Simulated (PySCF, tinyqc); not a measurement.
FCI on RHF in the sto-6g basis, frozen core, for BeH+, spin multiplicity 1, step by step. The lowest restricted solution is unstable here: a spin-polarised one lies 0.0277 hartree lower (PySCF). Computed by tinyqc, a small Python program that keeps every step (integrals from PySCF). Settings: charge = 1, multiplicity = 1, basis = sto-6g, method = RHF, frozen orbitals = 1, energy threshold = 1e-10, iteration cap = 72, orthogonalisation = canonical, start = core, DIIS depth = 6, ci = FCI. Command: `OMP_NUM_THREADS=1 python tinyqc.py 22787 22788 out.jsonl` (the two numbers bound the seeds that draw the settings). One thread of a shared host (Intel(R) Xeon(R) Processor @ 2.60GHz), about 0.2 s of CPU time with the checks. The early iterations of the SCF are left out here.

## One-electron integrals

Geometry (angstrom):
```
atom         x         y         z
Be    0.000000  0.000000  0.000000
H     0.000000  0.000000  2.057000
```

Basis sto-6g: exponents (1/bohr^2) and contraction coefficients of normalised primitives:
```
element  l (shell)    exponent  coefficient
Be           s (1)  312.870494     0.009164
Be           s (1)   57.364463     0.049361
Be           s (1)   16.048509     0.168538
Be           s (1)    5.513096     0.370563
Be           s (1)    2.140897     0.416492
Be           s (1)    0.881739     0.130334
Be           s (2)   13.633247    -0.013253
Be           s (2)    2.698375    -0.046992
Be           s (2)    0.838653    -0.033785
Be           s (2)    0.322660     0.250242
Be           s (2)    0.140131     0.595117
Be           s (2)    0.064233     0.240706
Be           p (3)   13.633247     0.003760
Be           p (3)    2.698375     0.037679
Be           p (3)    0.838653     0.173897
Be           p (3)    0.322660     0.418036
Be           p (3)    0.140131     0.425860
Be           p (3)    0.064233     0.101708
H            s (1)   35.523221     0.009164
H            s (1)    6.513144     0.049361
H            s (1)    1.822143     0.168538
H            s (1)    0.625955     0.370563
H            s (1)    0.243077     0.416492
H            s (1)    0.100112     0.130334
```

Overlap, kinetic and nuclear-attraction integrals over the contracted functions; the nuclear repulsion is the sum of Za Zb / Rab.

nuclear repulsion = 1.02902715 hartree

overlap S, lower triangle:
```
           1Be 1s    1Be 2s   1Be 2px   1Be 2py   1Be 2pz     2H 1s
1Be 1s   1.000000
1Be 2s   0.254764  1.000000
1Be 2px  0.000000  0.000000  1.000000
1Be 2py  0.000000  0.000000  0.000000  1.000000
1Be 2pz  0.000000  0.000000  0.000000  0.000000  1.000000
2H 1s    0.014279  0.218776  0.000000  0.000000  0.293158  1.000000
```

kinetic energy T (hartree), lower triangle:
```
            1Be 1s    1Be 2s   1Be 2px   1Be 2py   1Be 2pz     2H 1s
1Be 1s    6.768753
1Be 2s   -0.207382  0.220121
1Be 2px   0.000000  0.000000  0.661265
1Be 2py   0.000000  0.000000  0.000000  0.661265
1Be 2pz   0.000000  0.000000  0.000000  0.000000  0.661265
2H 1s    -0.005965  0.002960  0.000000  0.000000  0.036838  0.768522
```

nuclear attraction V (hartree), lower triangle:
```
             1Be 1s     1Be 2s    1Be 2px    1Be 2py    1Be 2pz      2H 1s
1Be 1s   -14.972048
1Be 2s    -1.716273  -2.555408
1Be 2px    0.000000   0.000000  -2.538099
1Be 2py    0.000000   0.000000   0.000000  -2.538099
1Be 2pz   -0.008045  -0.079617   0.000000   0.000000  -2.589714
2H 1s     -0.103076  -0.466200   0.000000   0.000000  -0.612704  -2.268199
```

core Hamiltonian H = T + V (hartree), lower triangle:
```
            1Be 1s     1Be 2s    1Be 2px    1Be 2py    1Be 2pz      2H 1s
1Be 1s   -8.203295
1Be 2s   -1.923655  -2.335287
1Be 2px   0.000000   0.000000  -1.876834
1Be 2py   0.000000   0.000000   0.000000  -1.876834
1Be 2pz  -0.008045  -0.079617   0.000000   0.000000  -1.928448
2H 1s    -0.109040  -0.463240   0.000000   0.000000  -0.575866  -1.499676
```

## Two-electron integrals

Functions are numbered as in S; the eight-fold symmetry (ij|kl) = (ji|kl) = (kl|ij) leaves the list below.

Two-electron integrals (ij|kl) in chemists' order, unique and non-zero (hartree):
```
(11|11) 2.299996   (21|11) 0.361879   (21|21) 0.071926   (22|11) 0.570332
(22|21) 0.139654   (22|22) 0.417773   (31|31) 0.015252   (32|31) 0.022555
(32|32) 0.092340   (33|11) 0.570332   (33|21) 0.139654   (33|22) 0.417773
(33|33) 0.450117   (41|41) 0.015252   (42|41) 0.022555   (42|42) 0.092340
(43|43) 0.024258   (44|11) 0.570332   (44|21) 0.139654   (44|22) 0.417773
(44|33) 0.401601   (44|44) 0.450117   (51|51) 0.015252   (52|51) 0.022555
(52|52) 0.092340   (53|53) 0.024258   (54|54) 0.024258   (55|11) 0.570332
(55|21) 0.139654   (55|22) 0.417773   (55|33) 0.401601   (55|44) 0.401601
(55|55) 0.450117   (61|11) 0.020413   (61|21) 0.003963   (61|22) 0.007742
(61|33) 0.007678   (61|44) 0.007678   (61|51) 0.000398   (61|52) 0.000796
(61|55) 0.007871   (61|61) 0.000231   (62|11) 0.081760   (62|21) 0.020533
(62|22) 0.071311   (62|33) 0.068351   (62|44) 0.068351   (62|51) 0.002701
(62|52) 0.018868   (62|55) 0.077229   (62|61) 0.001271   (62|62) 0.022675
(63|31) 0.001484   (63|32) 0.007761   (63|53) 0.002829   (63|63) 0.001494
(64|41) 0.001484   (64|42) 0.007761   (64|54) 0.002829   (64|64) 0.001494
(65|11) 0.100231   (65|21) 0.025381   (65|22) 0.091302   (65|33) 0.086216
(65|44) 0.086216   (65|51) 0.004268   (65|52) 0.029204   (65|55) 0.101475
(65|61) 0.001618   (65|62) 0.032420   (65|65) 0.047021   (66|11) 0.257138
(66|21) 0.065487   (66|22) 0.252681   (66|33) 0.237702   (66|44) 0.237702
(66|51) 0.007986   (66|52) 0.075320   (66|55) 0.282636   (66|61) 0.004075
(66|62) 0.113204   (66|65) 0.169136   (66|66) 0.774999
```

## Orthogonalisation

S = U s U^T; canonical form X = U s^(-1/2), so that X^T S X = 1. Each column of U has its largest component positive (the first on a tie).

eigenvalues of S: 0.599884  0.809938  1.000000  1.000000  1.177924  1.412254

X:
```
                 1          2          3         4          5         6
1Be 1s    0.421617   0.701671   0.000000  0.000000   0.556370  0.303369
1Be 2s   -0.707130  -0.502121   0.000000  0.000000   0.406352  0.461919
1Be 2px   0.000000   0.000000  -0.065221  0.997871   0.000000  0.000000
1Be 2py   0.000000   0.000000   0.997871  0.065221   0.000000  0.000000
1Be 2pz  -0.587820   0.587476   0.000000  0.000000  -0.522998  0.367751
2H 1s     0.802285  -0.380877   0.000000  0.000000  -0.317419  0.517151
```

Within a degenerate level the vectors are fixed only up to a rotation; this is one choice.

## Iteration 8 (converged): orbitals

converged F (hartree), lower triangle:
```
            1Be 1s     1Be 2s    1Be 2px    1Be 2py    1Be 2pz      2H 1s
1Be 1s   -5.039483
1Be 2s   -1.352254  -0.805221
1Be 2px   0.000000   0.000000  -0.116611
1Be 2py   0.000000   0.000000   0.000000  -0.116611
1Be 2pz   0.014288  -0.077464   0.000000   0.000000  -0.192752
2H 1s    -0.075929  -0.296216   0.000000   0.000000  -0.258236  -0.376657
```

Diagonalise F' = X^T F X, C = X C', fill 2 alpha and 2 beta electrons from the bottom; D = 2 C_occ C_occ^T. Each column has its largest component positive (the first on a tie).

F' = X^T F X (hartree), lower triangle:
```
           1          2          3          4          5          6
1  -0.344366
2  -0.801450  -1.752143
3   0.000000   0.000000  -0.116611
4   0.000000   0.000000   0.000000  -0.116611
5  -0.758348  -1.808225   0.000000   0.000000  -2.352929
6  -0.462769  -1.018235   0.000000   0.000000  -1.342623  -1.428096
```

orbital energies (hartree): MO1 -5.040620, MO2 -0.612303, MO3 -0.249619, MO4 -0.116611, MO5 -0.116611, MO6 0.025007

coefficients C:
```
               MO1        MO2        MO3        MO4       MO5        MO6
1Be 1s    0.995764  -0.197641  -0.187482   0.000000  0.000000  -0.076986
1Be 2s    0.016221   0.705727   0.717845   0.000000  0.000000   0.342101
1Be 2px   0.000000   0.000000   0.000000   0.866650  0.498917   0.000000
1Be 2py   0.000000   0.000000   0.000000  -0.498917  0.866650   0.000000
1Be 2pz  -0.002336   0.232212  -0.534845   0.000000  0.000000   0.871459
2H 1s    -0.001350   0.507180  -0.479312   0.000000  0.000000  -0.818508
```

D after iteration 8, lower triangle:
```
            1Be 1s    1Be 2s   1Be 2px   1Be 2py   1Be 2pz     2H 1s
1Be 1s    2.061215
1Be 2s   -0.246656  0.996629
1Be 2px   0.000000  0.000000  0.000000
1Be 2py   0.000000  0.000000  0.000000  0.000000
1Be 2pz  -0.096441  0.327681  0.000000  0.000000  0.107855
2H 1s    -0.203168  0.715817  0.000000  0.000000  0.235552  0.514466
```

Within a degenerate level the vectors are fixed only up to a rotation; this is one choice.

## Convergence

Stop when the energy changes by less than 1e-10 hartree and every element of the error matrix X^T (F D S - S D F) X is below 3e-06.

Course of the cycle:
```
iteration   E (hartree)     change  largest element of the error matrix
1          -14.48174441          -                             2.68e-01
2          -14.72403306  -2.42e-01                             3.77e-02
3          -14.72712879  -3.10e-03                             9.68e-03
4          -14.72761790  -4.89e-04                             3.11e-03
5          -14.72766304  -4.51e-05                             1.78e-04
6          -14.72766317  -1.29e-07                             1.52e-05
7          -14.72766317  -1.36e-09                             1.29e-06
8          -14.72766317  -9.88e-12                             4.18e-08
```

PySCF RHF in the same basis = -14.72766317 hartree

Converged in 8 iterations.

## Integrals over molecular orbitals

(pq|rs) = sum C_ip C_jq C_kr C_ls (ij|kl), one index at a time.

one-electron integrals over orbitals h = C^T H C (hartree), lower triangle:
```
           1          2          3          4          5          6
1  -8.196359
2   0.184482  -1.907408
3   0.191809  -0.130846  -1.806678
4   0.000000   0.000000   0.000000  -1.876834
5   0.000000   0.000000   0.000000   0.000000  -1.876834
6   0.052036  -0.246735   0.129853   0.000000   0.000000  -1.669040
```

Two-electron integrals over orbitals (pq|rs), unique and non-zero (hartree); the lowest 1 orbital is frozen and left out:
```
(22|22) 0.424086    (32|22) -0.059504   (32|32) 0.084029    (33|22) 0.335402
(33|32) 0.021154    (33|33) 0.401125    (42|42) 0.047911    (43|42) 0.036902
(43|43) 0.045706    (44|22) 0.341891    (44|32) 0.055603    (44|33) 0.365776
(44|44) 0.450117    (52|52) 0.047911    (53|52) 0.036902    (53|53) 0.045706
(54|54) 0.024258    (55|22) 0.341891    (55|32) 0.055603    (55|33) 0.365776
(55|44) 0.401601    (55|55) 0.450117    (62|22) -0.004553   (62|32) 0.060474
(62|33) -0.010371   (62|44) 0.070141    (62|55) 0.070141    (62|62) 0.110163
(63|22) 0.056369    (63|32) -0.081745   (63|33) -0.035275   (63|44) -0.047953
(63|55) -0.047953   (63|62) -0.062102   (63|63) 0.098448    (64|42) 0.021822
(64|43) 0.003989    (64|64) 0.020937    (65|52) 0.021822    (65|53) 0.003989
(65|65) 0.020937    (66|22) 0.429263    (66|32) -0.059181   (66|33) 0.365647
(66|44) 0.348853    (66|55) 0.348853    (66|62) -0.019623   (66|63) 0.051391
(66|66) 0.458658
```

## FCI: determinants and Hamiltonian

one-electron integrals dressed by the frozen orbital, h + 2 (pq|11) - (p1|1q) (hartree), lower triangle:
```
           2          3          4          5          6
2  -1.036390
3   0.059504  -0.836394
4   0.000000   0.000000  -0.752482
5   0.000000   0.000000   0.000000  -0.752482
6   0.004553  -0.052264   0.000000   0.000000  -0.723356
```

energy of the frozen orbital, 2 h_11 + (11|11) = -14.10799761 hartree

Hartree-Fock energy = -14.72766317 hartree

Slater-Condon rules over spin orbitals, with the nuclear repulsion and the energy of the frozen orbital added and E(HF) subtracted on the diagonal. Only determinants linked to the reference directly or through others are kept (one block of an abelian symmetry group), so some states are absent.

Occupation strings over the orbitals (2 doubly, a alpha, b beta, 0 empty; spin orbitals ordered 1a 1b 2a 2b ...): 220000 2ab000 2a000b 2ba000 2b000a 202000 20a00b 200200 200020 20b00a 200002

H - E(HF) between determinants (hartree), lower triangle:
```
           220000     2ab000     2a000b     2ba000     2b000a     202000     20a00b     200200
220000   0.000000
2ab000   0.000000   0.111312
2a000b   0.000000   0.004105   0.318210
2ba000   0.000000  -0.084029  -0.060474   0.111312
2b000a   0.000000  -0.060474  -0.110163   0.004105   0.318210
202000   0.084029   0.080658  -0.081745  -0.080658   0.081745   0.377030
20a00b   0.060474  -0.081745   0.000323   0.005818   0.062102  -0.087539   0.454590
200200   0.047911   0.036902   0.021822  -0.036902  -0.021822   0.045706   0.003989   0.593845
200020   0.047911   0.036902   0.021822  -0.036902  -0.021822   0.045706   0.003989   0.024258
20b00a  -0.060474   0.005818   0.062102  -0.081745   0.000323   0.087539  -0.098448  -0.003989
200002   0.110163  -0.062102  -0.015070   0.062102   0.015070   0.098448  -0.000873   0.020937

           200020    20b00a    200002
200020   0.593845
20b00a  -0.003989  0.454590
200002   0.020937  0.000873  0.660639
```

## FCI: roots

Diagonalise (each vector has its largest component positive (the first on a tie)); all determinants have Ms = 0, so triplets appear too. The lowest singlet root is the correlation energy.

lowest roots of this matrix, relative to E(HF) (hartree): -0.054800  0.001565  0.083005  0.188779  0.270473  0.401128  0.489375  0.569587

lowest vectors:
```
           root 1    root 2     root 3     root 4
220000   0.941179  0.000000  -0.148052   0.000000
2ab000   0.033954  0.680681   0.575651  -0.091934
2a000b  -0.060191  0.149727  -0.194960   0.642221
2ba000  -0.033954  0.680681  -0.575651  -0.091934
2b000a   0.060191  0.149727   0.194960   0.642221
202000  -0.236688  0.000000  -0.436015   0.000000
20a00b  -0.128503  0.119397   0.020233  -0.281248
200200  -0.045914  0.000000  -0.021821   0.000000
200020  -0.045914  0.000000  -0.021821   0.000000
20b00a   0.128503  0.119397  -0.020233  -0.281248
200002  -0.106620  0.000000   0.217795   0.000000
```

<S^2> of these roots: 0.000000  2.000000  0.000000  2.000000  0.000000  2.000000  0.000000  0.000000

weight of the ground state by excitation level 0, 1, 2, ...: 0.885817  0.009552  0.104631

The reference has a weight of only 0.89: one determinant is a poor start here.
